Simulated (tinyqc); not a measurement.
Hot electrons in a saturated n-channel MOSFET, lucky-electron model: effect of the drain voltage.

Beyond pinch-off the lateral field grows as Esat cosh(y/l) over the velocity-saturated region (pseudo-two-dimensional model). Impact ionisation in this region gives the substrate current, which biases the body forward through Rsub. Currents are per width. Local-field laws: they overstate ionisation when the field peak is narrower than an energy relaxation length.

Cox = 3.9 eps0/tox, l = sqrt(3 tox xj), Esat = 2 vs/mu. Overdrive g = Vg - VT + kb Vb; Vdsat = g Esat L/(g + Esat L); Id = Cox vs (g - Vdsat); dV = Vd - Id Rd - Vdsat; Em = sqrt((dV/l)^2 + Esat^2); Isub = Id (Ai/Bi) l Em exp(-Bi/Em). Vb = Rsub Isub is solved self-consistently. Lifetime tau = (Hl/Id)(Isub/Id)^(-m); 1 year = 3.15576e7 s.

Inputs (values chosen for the exercise); values close to those of silicon n-channel devices: channel length L = 0.8 um; oxide thickness tox = 20 nm; junction depth xj = 330 nm; threshold VT = 0.77 V; effective mobility mu = 340 cm^2/(V s); saturation velocity vs = 9.4e6 cm/s; ionisation prefactor Ai = 2e6 1/cm; ionisation field Bi = 1.76 MV/cm; resistance of the lightly doped drain Rd = 0 ohm um; substrate resistance Rsub = 12000 ohm um; fall of VT per volt of forward body bias kb = 0.32; lifetime exponent m = 3.3; lifetime constant Hl = 610 s uA/um; gate voltage Vg = 1.7 V.

Constants: eps0 = 8.8541878128e-14 F/cm where lengths are in cm. Results are converted to the units shown.

Effect of the drain voltage:
```
Vd (V)	Id (uA/um)	Em (MV/cm)	Isub (uA/um)	Isub/Id	tau (years)
2.5	26.22	0.1349	1.221e-4	4.657e-6	2.902e11
2.79	26.22	0.1539	6.991e-4	2.666e-5	9.167e8
3.07	26.22	0.1727	0.002708	1.033e-4	1.050e7
3.36	26.22	0.1923	0.008541	3.257e-4	2.372e5
3.64	26.22	0.2114	0.02150	8.199e-4	1.127e4
3.93	26.23	0.2314	0.04824	0.001839	783.6
4.21	26.24	0.2507	0.09409	0.003586	86.51
4.5	26.25	0.2709	0.1713	0.006526	11.99
```

What does the comparison show?

As Vd goes from 2.5 to 4.5 V, Em rises from 0.135 to 0.271 MV/cm, Isub rises from 1.22e-4 to 0.171 uA/um and tau falls from 2.90e11 to 12.0 years. The slope of ln(tau) against 1/Vd is 138 V between the first two rows and 129 V between the last two. For Vd = 2.5 to 3.64 V tau is a far extrapolation that only says that hot carriers are no limit.

Program tinyqc, `OMP_NUM_THREADS=1 python tinyqc.py 2550128 2550129 out.jsonl`; Intel Xeon 2.30GHz, shared host, one thread, about 0.01 s.
